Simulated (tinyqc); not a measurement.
Monte Carlo simulation of one carrier in a uniform electric field: one step, computed by the program tinyqc.

The force e F acts along +z. Flights end at the constant total rate Gamma; the part of Gamma that the real rates do not fill is self-scattering, which leaves k unchanged. One valley, no impurities and no intervalley scattering.

Task: Flight 1. Kane band: hbar^2 k^2/(2 m) = E (1 + alpha E), speed v = hbar k/(m (1 + 2 alpha E)), states per spin, volume and energy g(E) = m k (1 + 2 alpha E)/(2 pi^2 hbar^2); overlap factors are set to 1. Masses are multiplied by m_0 and all formulas are in SI units. Flight: t = -ln(r1)/Gamma; k_z grows by e F t/hbar; E follows from the band; dz = (E_end - E_start)/(e F). Use row 1 of the random numbers.

Inputs (values chosen for the exercise, modelled on CdS):

| quantity | value | unit |
|---|---|---|
| effective mass m | 0.201 | m_0 |
| non-parabolicity alpha | 0.32 | 1/eV |
| lattice temperature T | 300 | K |
| electric field F | 1.2 | kV/cm |

Crystal: polar. Band: Kane.

starting wave vector (1/nm): -0.064  -0.1  -0.12

Random numbers (0.02 to 0.98, from up to 60 sets tried for early real events), one row a flight:
```
       r1      r2      r3      r4
1  0.3671  0.2155  0.7334  0.7463
2  0.4277  0.4232  0.4823  0.7143
3  0.8582  0.2551  0.4345  0.9240
4  0.8739  0.0874  0.8952  0.2477
5  0.7974  0.3079  0.6718  0.8386
6  0.1591  0.0707  0.5352  0.0263
7  0.8935  0.0920  0.7320  0.7708
```

Gamma = 89.12235 1e12/s

Constants: e = 1.602176634e-19 C; hbar = 1.054571817e-34 J s; m_0 = 9.1093837015e-31 kg.

Give: flight time t; k at the end of the flight; energy at the end; displacement dz.

Result:

flight time t = 11.244 fs

k at the end of the flight (1/nm): -0.06400  -0.10000  -0.11795

energy at the end = 5.3000 meV

displacement dz = -0.76789 nm
